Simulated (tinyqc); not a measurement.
Recursion (Haydock) method for the local density of states: surface site of a square lattice: one step. Moments from the coefficients. Three cases, with inputs chosen for the exercise.

Question. For a1 = a2 = 0: mu1 = a0, mu2 = a0^2 + b1^2, mu3 = a0^3 + 2 a0 b1^2, mu4 = a0^4 + 3 a0^2 b1^2 + b1^4 + b1^2 b2^2.

One orbital a site at energy 0, hopping -t to the 4 nearest neighbours of a square lattice; the start u0 is a site in the outermost layer of a half crystal, with energy V. Recursion: a_n = <u_n|H|u_n>, b_(n+1) u_(n+1) = (H - a_n) u_n - b_n u_(n-1), b > 0. G(z) = 1/(z - a0 - b1^2/(z - a1 - b2^2/(...))), z = E + i eta. After n levels the tail is b_n^2 T with the square-root terminator T = (z - sqrt(z - 2b) sqrt(z + 2b))/(2 b^2), b = 2t so that the band edges lie at -/+ 4t.

Give: mu1 to mu4 (eV^n).

Case 1.

Coefficients:

| n | a_n (eV) | b_(n+1) (eV) | b_(n+1)^2/t^2 |
|---|---|---|---|
| 0 | 0.000000 | 1.9398969 | 3.000000 |
| 1 | 0.000000 | 2.1446367 | 3.666667 |
| 2 | 0.000000 | 2.1797970 | 3.787879 |
| 3 | 0.000000 | 2.2065576 | 3.881455 |
| 4 | 0.000000 | 2.2145557 | 3.909644 |

Answer.

mu1 to mu4 (eV^n): 0.000  3.763  0.000  31.470

Case 2.

Coefficients:

| n | a_n (eV) | b_(n+1) (eV) | b_(n+1)^2/t^2 |
|---|---|---|---|
| 0 | 0.000000 | 2.3902301 | 3.000000 |
| 1 | 0.000000 | 2.6424988 | 3.666667 |
| 2 | 0.000000 | 2.6858214 | 3.787879 |
| 3 | 0.000000 | 2.7187942 | 3.881455 |
| 4 | 0.000000 | 2.7286490 | 3.909644 |

Answer.

mu1 to mu4 (eV^n): 0.000  5.713  0.000  72.535

Case 3.

Coefficients:

| n | a_n (eV) | b_(n+1) (eV) | b_(n+1)^2/t^2 |
|---|---|---|---|
| 0 | 0.000000 | 2.2170250 | 3.000000 |
| 1 | 0.000000 | 2.4510134 | 3.666667 |
| 2 | 0.000000 | 2.4911966 | 3.787879 |
| 3 | 0.000000 | 2.5217802 | 3.881455 |
| 4 | 0.000000 | 2.5309208 | 3.909644 |
| 5 | 0.000000 | 2.5405858 | 3.939561 |

Answer.

mu1 to mu4 (eV^n): 0.000  4.915  0.000  53.687

mu4/t^4 = 20 is the number of closed walks of four steps.

Computed by tinyqc, one run a case: `OMP_NUM_THREADS=1 python tinyqc.py N N+1 out.jsonl` with N = 1450977, 1451348, 1451789; one thread of a shared Intel(R) Xeon(R) Processor @ 2.30GHz, about 0.01 s a run at most.
